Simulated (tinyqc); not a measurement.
Inside a calculation. Method: lattice vibrations of a chain. Computed by tinyqc, a small Python program that keeps every step. Command: `OMP_NUM_THREADS=1 python tinyqc.py 31726 31727 out.jsonl` (the two numbers bound the seeds that draw the settings). One thread of a shared host (Intel(R) Xeon(R) Processor @ 2.60GHz), about 0.01 s of CPU time with the checks.

## Dynamical matrix at q = 0.24

A chain moving along its axis:
```
atom                 mass (u)  spring to the next atom (eV/angstrom^2)
1                   28.200000                                20.400000
2                  120.000000                                15.400000
3                   91.900000                                14.700000
second neighbours           -                                 0.900000
```

q is in units of 2 pi/a. A spring k from atom i to atom j, n cells on, adds k to Phi_ii and Phi_jj, -k exp(2 pi i q n) to Phi_ij and the conjugate to Phi_ji (for one atom a cell: 2k (1 - cos 2 pi q n)); D_ij = Phi_ij / sqrt(m_i m_j).

D(q) (eV/(angstrom^2 u)), lower triangle (Hermitian):
```
                     1                    2         3
1             1.308511
2  -0.351655-0.015441i             0.313333
3  -0.035810-0.288189i  -0.147185-0.008553i  0.347116
```

## Frequencies

omega^2 are the eigenvalues; wavenumber = 521.4708 sqrt(eigenvalue) 1/cm.

eigenvalues: 0.059988  0.422920  1.486052

wavenumbers (1/cm): 127.7  339.1  635.7

weights |e|^2 of the mass-weighted modes:
```
          mode 1    mode 2    mode 3
atom 1  0.098550  0.034805  0.866645
atom 2  0.529694  0.392558  0.077748
atom 3  0.371756  0.572637  0.055608
```

## Dispersion and heat capacity

C/k_B per atom = mean over q = (j + 1/2)/80, j = 0..39 and all branches of y^2 e^y/(e^y - 1)^2, y = hc wavenumber / k_B T.

Wavenumbers (1/cm):
```
q           branch 1    branch 2    branch 3
0.000000    0.000000  363.605785  634.991208
0.062500   34.147101  361.896821  635.049343
0.125000   67.917475  356.810508  635.213727
0.187500  100.917530  348.473251  635.456565
0.250000  132.704867  337.119141  635.738235
0.312500  162.704537  323.164512  636.014884
0.375000  189.940168  307.469145  636.245596
0.437500  212.002184  292.362543  636.397846
0.500000  221.827201  284.861157  636.450953
```

Heat capacity:
```
T (K)  C/k_B per atom
20           0.056125
50           0.146882
100          0.315851
200          0.591363
300          0.753509
600          0.921932
1200         0.979115
```

zero-point energy per atom = 22.605219 meV
